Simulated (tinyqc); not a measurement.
## Elastic trap-assisted tunnelling through a dielectric: effect of the thickness at fixed voltage

Emitter at x = 0 (Fermi level 0), collector at x = t (Fermi level -V), band edge U(x) = phi - F x, F = V/t. A trap at x has the energy E = U(x) - Et. With G(u) = (4/(3 F)) sqrt(mo/C) max(u, 0)^1.5, C = hbar^2/(2 m0): S1 = G(phi - E) - G(Et), S2 = G(Et) - G(phi - V - E), T1,2 = exp(-S1,2). The steady rate through one trap is nu T1 T2 (f1 - f2)/(T1 + T2), f1 = f(E), f2 = f(E + V), f(y) = 1/(1 + exp(y/Vt)); both contacts offer states at E.

J = q Nt times the integral of the rate over x. Direct S = (4/(3 F)) sqrt(mo/C) [phi^1.5 - max(phi - V, 0)^1.5].

Values chosen for this exercise; dielectric values close to those of silicon dioxide: temperature T = 300 K; barrier above the emitter Fermi level phi = 3.08 eV; tunnelling mass mo = 0.52 m0; trap depth below the band edge of the dielectric Et = 2.51 eV; trap density Nt = 2.2e18 cm^-3; attempt frequency nu = 1e14 1/s; voltage V = 2.34 V.

Constants: q = 1.602176634e-19 C, kB = 1.380649e-23 J/K, hbar = 1.054571817e-34 J s, m0 = 9.1093837015e-31 kg, Vt = kB T/q, hbar^2/(2 m0) = 0.0380998212 eV nm^2. Results are converted to the units shown.

Result of one run:
```
J (A/cm^2),x of the peak over t,larger S there,direct S
6.47e-8,0.433,30.0,53.2
```

Which thickness t gave this result: 3.4, 4.4, 5.3, 6.2 or 9 nm?

t = 5.3 nm.

The whole series:
```
t (nm),J (A/cm^2),x of the peak over t,larger S there,direct S
2.5,0.439,0.428,14.3,25.1
3.4,0.00282,0.431,19.3,34.1
4.4,1.02e-5,0.432,24.9,44.2
5.3,6.47e-8,0.433,30.0,53.2
6.2,4.10e-10,0.434,35.0,62.2
7.1,2.60e-12,0.435,40.1,71.3
8.1,9.41e-15,0.435,45.7,81.3
9,5.97e-17,0.435,50.8,90.3
```

J falls from 0.439 to 5.97e-17 A/cm^2, on average 2.44 decades a nanometre, against 4.36 for the direct exponent: trap-assisted leakage falls more slowly, so it gains on direct tunnelling as the layer thickens.

Range of the model: Phonon-assisted (inelastic) capture, chains of traps and a spread of trap depths are left out.

tinyqc, about 0.05 s, one thread, Intel Xeon 2.30GHz (shared host): `OMP_NUM_THREADS=1 python tinyqc.py 2370053 2370054 out.jsonl`
